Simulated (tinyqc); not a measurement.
Vacuum evaporation: vapour pressure, source flux, thickness distribution, purity and step coverage: one step, computed by the program tinyqc. Command: `OMP_NUM_THREADS=1 python tinyqc.py 3111563 3111564 out.jsonl evap walk`. One thread of a shared host (Intel(R) Xeon(R) Processor @ 2.30GHz), about 0.01 s of CPU time with the checks.

Molecular flow, unit sticking of the metal, no re-evaporation. The background gas is taken as water vapour (18.015 g/mol, collision diameter 0.37 nm) at 300 K.

Problem. Scattering and purity. Mean free path lambda = k_B T_g/(sqrt2 pi d^2 p); unscattered share exp(-h/lambda); gas arrival p/sqrt(2 pi m_g k_B T_g); impurity ratio = sticking x gas arrival/metal arrival; monolayer time = 1e15 cm^-2/(sticking x gas arrival).

Inputs (values chosen for the exercise, modelled on titanium, with constants for the liquid):
```
quantity                    value  unit
source temperature T         2220     K
source-to-wafer distance h     43    cm
background pressure p       4e-07    Pa
sticking of background gas    0.4     -
```

arrival rate at the centre = 1.979490e+15 1/(cm^2 s)

Constants: k_B = 1.380649e-23 J/K; u = 1.6605390666e-27 kg.

Give: mean free path; unscattered share; gas arrival rate; impurity ratio; monolayer time.

Solution.

mean free path = 17025 m

unscattered share = 0.99997

gas arrival rate = 1.4336e+12 1/(cm^2 s)

impurity ratio = 2.8969e-04

monolayer time = 1743.9 s
